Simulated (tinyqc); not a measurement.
Coupled-perturbed Hartree-Fock on RHF in the cc-pvdz basis, for He, spin multiplicity 1, step by step. One step of it, computed by the program tinyqc.

Problem. Coupled step 2. U_ai = -(mu_ai + sum_bj [4 (ai|bj) - (ab|ij) - (aj|bi)] U_bj) / (e_a - e_i); alpha = -4 sum U_ai mu_ai.

U after step 1:
```
           i1
a2   0.000000
a3   0.000000
a4   0.000000
a5  -0.157393
```

dipole integrals <a|z|i> (bohr):
```
          i1
a2  0.000000
a3  0.000000
a4  0.000000
a5  0.483314
```

orbital energies (hartree): MO1 -0.914148, MO2 1.397442, MO3 2.524372, MO4 2.524372, MO5 2.524372

Two-electron integrals over orbitals (pq|rs), unique and non-zero (hartree):
```
(11|11) 1.026865    (21|11) -0.316447   (21|21) 0.227505    (22|11) 0.857592
(22|21) -0.255195   (22|22) 0.765495    (31|31) 0.183149    (32|31) -0.025386
(32|32) 0.028529    (33|11) 0.961262    (33|21) -0.230485   (33|22) 0.774953
(33|33) 1.040531    (41|41) 0.183149    (42|41) -0.025386   (42|42) 0.028529
(43|43) 0.063706    (44|11) 0.961262    (44|21) -0.230485   (44|22) 0.774953
(44|33) 0.913119    (44|44) 1.040531    (51|51) 0.183149    (52|51) -0.025386
(52|52) 0.028529    (53|53) 0.063706    (54|54) 0.063706    (55|11) 0.961262
(55|21) -0.230485   (55|22) 0.774953    (55|33) 0.913119    (55|44) 0.913119
(55|55) 1.040531
```

Give: U after step 2; polarisability.

Solution.

U after step 2:
```
        i1
a2   0.000
a3   0.000
a4   0.000
a5  -0.159
```

polarisability = 0.308 bohr^3
